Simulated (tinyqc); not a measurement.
Froehlich polaron in a polar crystal: one step, computed by the program tinyqc. Command: `OMP_NUM_THREADS=1 python tinyqc.py 3026968 3026969 out.jsonl frohlich walk`. One thread of a shared host (Intel(R) Xeon(R) Processor @ 2.30GHz), about 0.04 s of CPU time with the checks.

One electron in a parabolic band of mass m*, coupled to dispersionless LO phonons in the continuum model. Energies are in units of hbar omega unless marked, wave numbers in k_0 = sqrt(2 m* omega/hbar).

Task: Second-order perturbation theory. At T = 0 and k < k_0: E(k) = (k/k_0)^2 - alpha arcsin(k/k_0)/(k/k_0); so E(0) = -alpha, 1/m_p = (1 - alpha/6)/m*, and the mean number of phonons in the cloud at k = 0 is alpha/2. The Lee-Low-Pines variational state gives the same E(0) and m_p = m* (1 + alpha/6).

Inputs (values chosen for the exercise, for a model crystal): LO phonon energy hbar omega = 19.5 meV; electron wave number k/k_0 = 0.6.

coupling constant alpha = 3.179292

Give: energy shift at k = 0; E(k); m*/m_p, second order; m_p/m*, Lee-Low-Pines; phonons in the cloud.

Result:

energy shift at k = 0 = -61.996 meV

E(k) = -3.0498 hbar omega

m*/m_p, second order = 0.47012

m_p/m*, Lee-Low-Pines = 1.5299

phonons in the cloud = 1.5896

Caution: second-order results are out of their range at this coupling; the perturbative mass diverges at alpha = 6.
